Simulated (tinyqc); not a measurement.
Global model of a low-pressure process discharge: electron temperature, density, ion flux and ion energy: one step, computed by the program tinyqc. Command: `OMP_NUM_THREADS=1 python tinyqc.py 3111836 3111837 out.jsonl plasma walk`. One thread of a shared host (Intel(R) Xeon(R) Processor @ 2.30GHz), about 0.01 s of CPU time with the checks.

Maxwellian electrons with temperature T_e in eV, one positive ion, no negative ions, uniform bulk density n; rate constants have the Arrhenius form.

Question. Energy per pair and density. E_c = E_iz + (X0 exp(-E_ex/T_e) E_ex + K_el (3 m_0/M) T_e)/K_iz; wall potential V_s = (T_e/2) ln(M/(2 pi m_0)); E_T = E_c + 2 T_e + T_e/2 + V_s; n = P/(e u_B A_eff E_T); ion current density J = e h_L n u_B; ionised share n/n_g.

Inputs (values chosen for the exercise, of the order of those of an inductive discharge in a simple atomic gas):
```
quantity                      value   unit
ion mass M                       40      u
ionisation energy E_iz         12.9     eV
excitation prefactor X0     1.6e-14  m^3/s
excitation energy E_ex         9.55     eV
elastic rate constant K_el  9.5e-14  m^3/s
gas temperature T_g             400      K
absorbed power P                370      W
```

T_e = 2.169433 eV

K_iz = 9.416231e-17 m^3/s

Bohm velocity u_B = 2287.567 m/s

A_eff = 609.0463 cm^2

h_L = 0.2371378

gas density n_g = 1.231305e+20 1/m^3

Constants: m_0 = 9.1093837015e-31 kg; u = 1.6605390666e-27 kg; e = 1.602176634e-19 C.

Give: collisional loss per pair E_c; wall potential V_s; E_T; plasma density n; ion current density J; ionised share.

Answer.

collisional loss per pair E_c = 32.87 eV

wall potential V_s = 10.15 V

E_T = 48.45 eV

plasma density n = 3.421e+11 1/cm^3

ion current density J = 2.974 mA/cm^2

ionised share = 0.002779

Collisions take 68 % of the power and the walls the rest. T_e came from the particle balance alone; the power sets only n.
